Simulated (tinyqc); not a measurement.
# Haynes-Shockley experiment: what a collector records, against the sweep field along the drift

A sheet injected at x = 0, t = 0 gives at x = L the signal n(t) = N0 exp(-t/tau - (L - v t)^2/(4 D t))/sqrt(4 pi D t), D = mu Vt, v = mu F. Its peak lies at tp = [-D + sqrt(D^2 + u^2 L^2)]/u^2, u^2 = v^2 + 4 D/tau; dt is the full width at half height. Simple readings: mobility L/(F tp), diffusion coefficient (L dt/tp)^2/(16 ln 2 tp). Area v times the integral of n over N0: (v/u) exp(L (v - u)/(2 D)).

Parameters, values chosen for the exercise: temperature T = 350 K; minority-carrier mobility mu = 1360 cm^2/(V s); lifetime tau = 9.2e-7 s; distance from injector to collector L = 120 um.

Constants: q = 1.602176634e-19 C, kB = 1.380649e-23 J/K, Vt = kB T/q. Results are converted to the units shown.

Haynes-Shockley experiment: what a collector records, against the sweep field along the drift:

| F (V/cm) | L/v (us) | tp (us) | dt (us) | apparent mobility (cm^2/(V s)) | apparent D (cm^2/s) | area | exp(-L/(v tau)) |
|---|---|---|---|---|---|---|---|
| 12 | 0.7353 | 0.4842 | 0.6879 | 2065 | 54.11 | 0.3853 | 0.4497 |
| 20 | 0.4412 | 0.3539 | 0.4119 | 1696 | 49.73 | 0.5703 | 0.6191 |
| 35 | 0.2521 | 0.2265 | 0.2033 | 1514 | 46.15 | 0.7359 | 0.7603 |
| 60 | 0.1471 | 0.1393 | 0.09566 | 1436 | 44.00 | 0.8420 | 0.8523 |
| 110 | 0.08021 | 0.07810 | 0.03955 | 1397 | 42.63 | 0.9130 | 0.9165 |
| 180 | 0.04902 | 0.04827 | 0.01907 | 1381 | 42.00 | 0.9467 | 0.9481 |
| 320 | 0.02757 | 0.02735 | 0.008091 | 1371 | 41.57 | 0.9700 | 0.9705 |
| 550 | 0.01604 | 0.01597 | 0.003600 | 1366 | 41.34 | 0.9826 | 0.9827 |

True values: mu = 1360 cm^2/(V s), D = 41.0 cm^2/s. The apparent mobility is 52 % above the true one in the first row and 0.47 % above it in the last, and the apparent D 32 % above and 0.78 % above D. The peak always comes before L/v, since spreading and decay both weigh down the later part of the signal; the shift is 34 % and 0.47 % in these rows.

Numbers from tinyqc (`OMP_NUM_THREADS=1 python tinyqc.py 2310127 2310128 out.jsonl`; about 0.01 s on one thread of a shared Intel Xeon 2.30GHz).
